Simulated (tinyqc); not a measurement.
Finite square well with mass mismatch (envelope functions): sweeps and comparisons. A value that a table varies takes the place of the one given here.

A square well of width L and depth V0, mass mw inside and mb outside, energies from the bottom of the well, c = hbar^2/2m0. k = sqrt(mw E/c), kappa = sqrt(mb (V0 - E)/c). psi and psi'/m are continuous at the walls (BenDaniel-Duke), so level n solves k L + 2 atan[(k/mw)/(kappa/mb)] = n pi.

Non-parabolic bands: mw is replaced by mw (1 + alpha_w E) and mb by mb (1 - alpha_b (V0 - E)), in k, kappa and the matching condition alike.

Constants: hbar^2/2m0 = 3.80998211 eV angstrom^2.

Values chosen for the exercise (near those of an InGaAs well in InAlAs; not measured data): V0 = 0.495 eV (barrier height); mw = 0.0411 m0 (mass in the well); mb = 0.0719 m0 (mass in the barrier); Ls = (21, 30, 42, 59, 83, 116, 162) angstrom (widths); L = 100 angstrom (well width); alpha_w = 1.2 1/eV (non-parabolicity in the well); alpha_b = 0.15 1/eV (non-parabolicity in the barrier).

## Width of the well

Levels against L, beside the infinite well E1(hard) = c (pi/L)^2/mw; Pb is the probability of level 1 in the barriers; a dash marks an unbound level.

Levels:
```
L (angstrom)  bound levels  E1 (eV)  E2 (eV)  E1(hard) (eV)     Pb
21                       1   0.2828        -         2.0746  0.370
30                       1   0.2122        -         1.0166  0.235
42                       1   0.1517        -         0.5187  0.140
59                       2   0.1019   0.3969         0.2628  0.077
83                       2   0.0647   0.2594         0.1328  0.039
116                      3   0.0396   0.1591         0.0680  0.019
162                      4   0.0233   0.0936         0.0349  0.009
```

The infinite well overestimates E1 by a factor 7.34 at 21 angstrom and 1.49 at 162 angstrom. The local exponent d ln E1/d ln L goes from -0.81 (first two rows) to -1.59 (last two), towards the -2 of hard walls, as Pb falls from 0.370 to 0.009. E2 - E1 is largest at 59 angstrom of the widths listed.

## Levels of description

The same well five ways. mb = mw: the barrier takes the mass of the well. psi' continuous: kappa holds mb but the condition drops the masses, k L + 2 atan(k/kappa) = n pi. The last column is measured against BenDaniel-Duke.

Levels (eV):
```
model                E1      E2      E3  E1 - E1(BDD) (meV)
infinite walls   0.0915  0.3660  0.8234                42.0
mb = mw          0.0559  0.2168  0.4451                 6.4
BenDaniel-Duke   0.0495  0.1989  0.4335                 0.0
psi' continuous  0.0619  0.2351  0.4565                12.4
non-parabolic    0.0488  0.1787  0.3512                -0.7
```

Hard walls put E1 42.0 meV too high. Ignoring the mass step moves it by +6.4 meV and the wrong matching by +12.4 meV: with mb/mw = 1.75, continuity of psi'/m lets the slope outside be 1.75 times the slope inside, which acts like a softer wall. Non-parabolicity shifts E1 by -0.7 meV, the balance of a heavier mass in the well, which lowers it, and a lighter mass deep in the barrier, which hardens the wall. Among the finite wells the largest departure in E1 is that of the model 'psi' continuous'.

## What each parameter does

Parabolic bands. Pb is the probability of level 1 in the barriers, (A^2/kappa)/(A^2/kappa + L/2 + sin(kL)/(2k)) with A = cos(kL/2). Each row changes one parameter from the base and keeps the others.

Results:
```
case             E1 (eV)  bound levels      Pb  V0 - E1 (eV)
base              0.0495             3  0.0262        0.4455
L = 90 angstrom   0.0577             3  0.0329        0.4373
V0 = 0.421 eV     0.0474             3  0.0313        0.3736
mw = 0.0452 m0    0.0471             3  0.0235        0.4479
mb = 0.0899 m0    0.0469             3  0.0262        0.4481
```

The largest shifts from the base row, up to three for each result and ties (the steps differ in size, so this ranks the rows, not the parameters). E1 (eV): L +0.0082, mb -0.0026, mw -0.0024. bound levels: unchanged at the printed digits by L, V0, mw and mb. Pb: L +0.0067, V0 +0.0050, mw -0.0027; unchanged at the printed digits by mb. V0 - E1 (eV): V0 -0.0719, L -0.0082, mb +0.0026.

(tinyqc, `OMP_NUM_THREADS=1 python tinyqc.py 1282369 1282370 out.jsonl`, Intel(R) Xeon(R) Processor @ 2.30GHz, 1 thread, shared host, about 0.01 s.)
